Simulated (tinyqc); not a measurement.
Worked calculation: tight binding, dimerised chain. Computed by tinyqc, a small Python program that keeps every step. Settings: t1 = 2.01, t2 = 1.52, delta = 0, points = 6, cells = 4. Command: `OMP_NUM_THREADS=1 python tinyqc.py 23166 23167 out.jsonl` (the two numbers bound the seeds that draw the settings). One thread of a shared host (Intel(R) Xeon(R) Processor @ 2.60GHz), about 0.01 s of CPU time with the checks.

## Bloch Hamiltonian at k

Parameters chosen for this model:
```
parameter,value,unit
t1,2.010000,"eV, inside the cell"
t2,1.520000,"eV, between cells"
delta,0,"eV, +/- on the two sites"
```

k point k (2 pi / a): 0.270000

H_AA = +delta, H_BB = -delta, H_AB = -t1 - t2 exp(-i k a).

H(k) at k (eV):
```
,A,B
A,0.000000,-1.819493+1.508014i
B,-1.819493-1.508014i,0.000000
```

## Levels at k

Diagonalise the Hermitian matrix.

eigenvalues (eV): -2.363189  2.363189

weights |c|^2 of the basis functions:
```
,band 1,band 2
A,0.500000,0.500000
B,0.500000,0.500000
```

## Bloch Hamiltonian at X

k point X (2 pi / a): 0.500000

As before.

H(k) at X (eV):
```
,A,B
A,0.000000,-0.490000
B,-0.490000,0.000000
```

## Levels at X

As before.

eigenvalues (eV): -0.490000  0.490000

weights |c|^2 of the basis functions:
```
,band 1,band 2
A,0.500000,0.500000
B,0.500000,0.500000
```

## Bands along a path

The same steps at evenly spaced points between the labelled ones.

Bands along the path (eV):
```
k,band 1,band 2
G,-3.530000,3.530000
G-X 0.20,-3.360642,3.360642
G-X 0.40,-2.870317,2.870317
G-X 0.60,-2.112412,2.112412
G-X 0.80,-1.186205,1.186205
X,-0.490000,0.490000
```

With 1 band(s) filled, the highest filled level on these points lies at X and the lowest empty one at X: a gap of 0.9800 eV, direct.

## Berry (Zak) phase of the lower band

On 6 points k_j = j/N: phase = -Im ln of the product of <u_j|u_(j+1)>, closed with u_N = u_0 (the cell-periodic part is taken without the site positions). Single arguments depend on the phases chosen for the u_j; only their sum modulo 2 pi does not.

Overlaps:
```
j,|<u_j|u_j+1>|,argument (rad)
0,0.975500,-0.221814
1,0.983154,-0.183811
2,0.918856,0.405625
3,0.918856,0.405625
4,0.983154,-0.183811
5,0.975500,-0.221814
```

phase / pi, folded into (-1, 1] = 0.000000

## Open chain of 4 cells

H of the open chain (eV), lower triangle:
```
,1,2,3,4,5,6,7,8
1,0.000000
2,-2.010000,0.000000
3,0.000000,-1.520000,0.000000
4,0.000000,0.000000,-2.010000,0.000000
5,0.000000,0.000000,0.000000,-1.520000,0.000000
6,0.000000,0.000000,0.000000,0.000000,-2.010000,0.000000
7,0.000000,0.000000,0.000000,0.000000,0.000000,-1.520000,0.000000
8,0.000000,0.000000,0.000000,0.000000,0.000000,0.000000,-2.010000,0.000000
```

The same hoppings without the wrap-around bond.

levels (eV): -3.327816  -2.749979  -1.887242  -0.945079  0.945079  1.887242  2.749979  3.327816

weights of the highest filled level on the sites: 0.167369  0.037002  0.177570  0.118059  0.118059  0.177570  0.037002  0.167369

The bulk gap runs from -0.4900 to 0.4900 eV; no level of this chain lies inside it.
